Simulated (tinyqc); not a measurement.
Inversion layer as a triangular well, valleys of the Si type, step by step. Values are carried at full precision from step to step, so a last printed digit may differ when a step is redone from the rounded ones.

Six ellipsoidal valleys with their long axes along the cube axes, mass ml along the axis and mt across it. For a valley whose axis makes the angle theta with the surface normal, 1/m_z = cos^2(theta)/ml + sin^2(theta)/mt sets the confinement; in the plane the masses are m_1 = mt and m_2 = ml mt/m_z, and m_d = sqrt(m_1 m_2).

Constants: e^2/(4 pi eps0) = 14.39964547 eV angstrom; hbar^2/2m0 = 3.80998211 eV angstrom^2; kB = 8.617333262e-05 eV/K.

Values chosen for the exercise (near those of Si; not measured data):
```
symbol  value  unit         meaning
ml      0.898  m0           longitudinal mass
mt      0.192  m0           transverse mass
face    100                 surface
eps     11.8                dielectric constant
Ns      2.6    x 1e12/cm^2  electron sheet density
Nd      0.51   x 1e12/cm^2  depletion charge
eta     0.75                share of Ns in the effective field
T       400    K            temperature
tox     15     angstrom     SiO2-equivalent oxide thickness
```

## Valley masses on the (100) face

Group the valleys by their angle to the normal, heaviest m_z first.

Valleys (masses in m0):
```
valleys g  cos^2(theta)     m_z     m_1     m_2     m_d
2                1.0000  0.8980  0.1920  0.1920  0.1920
4                0.0000  0.1920  0.1920  0.8980  0.4152
```

The 2 valleys with the heaviest m_z will give the lowest ladder of subbands.

## Effective field

The field is taken as constant, e F = 4 pi (e^2/4 pi eps0)(Nd + eta Ns)/eps, with 1e12/cm^2 = 1e-4/angstrom^2, and the oxide as a hard wall at z = 0; c = hbar^2/2m0.

Find e F, and F in MV/cm (1 MV/cm = 0.01 V/angstrom).

e F = 0.00377237 eV/angstrom
F = 0.3772 MV/cm

## Subband ladders

Level j of a valley lies at E_j = a_j (c (e F)^2/m_z)^(1/3) above the band edge at the surface, with the Airy zeros a_j = 2.338107, 4.087949, 5.520560, 6.786708, 7.944134, 9.022651, 10.040174, 11.008524, 11.936016, 12.828777, and has <z> = 2 E_j/(3 e F).

The ten lowest levels of all groups of valleys together, j = 0, 1, ..., c = hbar^2/2m0; primes mark the groups with lighter m_z.

Subbands:
```
label  valleys g  m_d (m0)  E (eV)  <z> (angstrom)
0              2    0.1920  0.0917           16.21
0'             4    0.4152  0.1534           27.11
1              2    0.1920  0.1604           28.34
2              2    0.1920  0.2166           38.27
3              2    0.1920  0.2662           47.05
1'             4    0.4152  0.2682           47.40
4              2    0.1920  0.3117           55.08
5              2    0.1920  0.3540           62.55
2'             4    0.4152  0.3622           64.01
6              2    0.1920  0.3939           69.61
```

The second subband is 0', 61.7 meV above the first.

## Fermi level and populations

Subband i holds n_i = g m_d/(2 pi c) kB T ln(1 + exp((EF - E_i)/kB T)) (spin included), and EF is fixed by sum n_i = Ns over the levels listed or, where none are listed, over j = 0 to 9 of each group; 1e12/cm^2 = 1e-4/angstrom^2.

Solve for EF; c = hbar^2/2m0. The mean distance is sum n_i <z>_i/Ns.

EF = 0.0456 eV

Populations:
```
label  (EF - E)/kB T  n (1e12/cm^2)  share (%)
0              -1.34          1.288       49.5
0'             -3.13          1.026       39.5
1              -3.33          0.195        7.5
2              -4.96          0.039        1.5
3              -6.40          0.009        0.4
1'             -6.46          0.037        1.4
4              -7.72          0.002        0.1
5              -8.95          0.001        0.0
2'             -9.18          0.002        0.1
6             -10.10          0.000        0.0
```

mean distance from the surface = 22.40 angstrom

The lowest subband holds 49.5 % of the electrons and is partly degenerate (EF within a few kB T of its edge).

## Effect on the gate capacitance

The charge sits at the mean distance <z> from the surface, which adds (3.9/eps) <z> to the oxide thickness; C/Cox = tox/(tox + 3.9 <z>/eps). The density-of-states term is left out.

added thickness = 7.40 angstrom
C/Cox = 0.669

## Checks

- Lowest level by finite differences against the Airy formula, eV: both 0.0917.

Program tinyqc; command `OMP_NUM_THREADS=1 python tinyqc.py 1281473 1281474 out.jsonl`; about 0.05 s on one thread of a shared Intel(R) Xeon(R) Processor @ 2.30GHz.
